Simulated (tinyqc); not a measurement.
From one set of inputs to another, one input at a time: space-charge-limited current through a thin insulating or semi-insulating film with traps. Computed by tinyqc, a small Python program. Command: `OMP_NUM_THREADS=1 python tinyqc.py 3005055 3005056 out.jsonl sclc ladder`. One thread of a shared host (Intel(R) Xeon(R) Processor @ 2.30GHz), about 0.01 s of CPU time with the checks.

One ohmic injecting contact at x = 0 (field zero), drift only, non-degenerate free carriers.

The inputs printed are set A. Set A is modelled on an amorphous oxide semiconductor; the values taken over come from a set modelled on semi-insulating GaN. Inputs not listed in the table keep their values of set A, so the rows need not describe a real material.

Inputs (values chosen for the exercise, modelled on an amorphous oxide semiconductor):
```
quantity                                            value        unit
permittivity eps                                       10           -
band mobility mu                                      9.1  cm^2/(V s)
effective density of states N_c                   5.4e+18      1/cm^3
trap density N_t                                  1.9e+18      1/cm^3
equilibrium Fermi level below the band edge, E_0     0.84          eV
thickness d                                            41          nm
free density at the anode, in units of N_c        0.00018           -
temperature T                                         400           K
trap level E_t below the band edge                   0.49          eV
```

Traps: single level.

Constants: k_B = 8.617333262e-05 eV/K; e = 1.602176634e-19 C; eps_0 = 8.8541878128e-12 F/m.

Method:
- Free density n_0 = N_c exp(-E_0/k_B T) in equilibrium; trapped density n_t(n) = N_t/(1 + n_1/n), n_1 = N_c exp(-E_t/k_B T).
- theta = n/(n + n_t) at the anode density; trap-filled-limit voltage V_TFL = e (N_t - n_t(n_0)) d^2/(2 eps eps_0).
- J = e mu n F and (eps eps_0/e) dF/dx = n - n_0 + n_t(n) - n_t(n_0) = rho(n). With F = J/(e mu n): d = (eps eps_0 J/(e^2 mu)) I_1 and V = (eps eps_0 J^2/(e^3 mu^2)) I_2, I_k = int_(n_L)^infinity dn/(n^(k+1) rho(n)), n_L the density at the anode; with u = n_L/n, 200 Gauss-Legendre points in t, u = 1 - (1 - t)^2.
- Anode field J/(e mu n_L); Mott-Gurney current (9/8) eps eps_0 mu V^2/d^3; ohmic current e n_0 mu V/d.

Each row keeps all changes above it:
```
input moved                                    from       to  current density J (A/cm^2)  voltage V (V)      theta
set A                                             -        -                      2001.6          2.906  0.0005132
permittivity eps                                 10      9.7                      2063.5          2.995  0.0005132
trap level E_t below the band edge (eV)        0.49     0.48                      2062.2          2.994  0.0005139
free density at the anode, in units of N_c  0.00018  2.2e-05                       246.8          2.942  0.0000651
band mobility mu (cm^2/(V s))                   9.1      260                      7052.1          2.942  0.0000651
temperature T (K)                               400      350                      7175.9          2.977  0.0000629
trap density N_t (1/cm^3)                   1.9e+18  7.5e+16                       286.0          0.119  0.0015903
thickness d (nm)                                 41      590                      4115.7         24.732  0.0015903
```

Current density J goes from 2000 to 4120, a factor 2.06 in all. The largest single move comes from band mobility mu (a factor 28.6), and trap density N_t works against it (a factor 0.0399). Voltage V goes from 2.91 to 24.7, a factor 8.51 in all. The largest single move comes from thickness d (a factor 207), and trap density N_t works against it (a factor 0.0401). Theta goes from 5.13e-4 to 0.00159, a factor 3.10 in all. The largest single move comes from trap density N_t (a factor 25.3), and free density at the anode, in units of N_c works against it (a factor 0.127). The single moves hold for this order of the switches; the total does not depend on the order.

Caution (rows band mobility mu, temperature T, thickness d): mu V/d exceeds 1e7 cm/s, so velocity saturation would limit the current. Caution (rows trap density N_t): V is below 10 k_B T/e, where diffusion from the contact, left out here, dominates. Caution (rows thickness d): J V exceeds 1e5 W/cm^2, where self-heating, left out here, would matter.

Extremes, crossings and ranges named in words are read from the listed rows.
